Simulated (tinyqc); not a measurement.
# Trap depth and cross-section from two peaks

Question. A DLTS peak lies where ew = sn g T^2 exp(-Et/kB T), g = vth Nc/(300 K)^2. Find Et and sn.

Values chosen for this exercise: conduction-band density of states at 300 K Nc = 2.82e19 cm^-3; thermal velocity at 300 K vth = 2.4e7 cm/s.

Constants: q = 1.602176634e-19 C, kB = 1.380649e-23 J/K. Results are converted to the units shown.

peak temperatures for ew = 10 and 2000 1/s (K): [197.23880, 254.81867]

Answer. The slope of ln(ew/T^2) against q/kB T is -Et, and the intercept is ln(sn g).

Et = 0.360 eV
sn = 5.40e-17 cm^2

Computed by the program tinyqc: `OMP_NUM_THREADS=1 python tinyqc.py 2050022 2050023 out.jsonl`, one thread of a shared Intel Xeon 2.30GHz, about 0.01 s for the whole run.
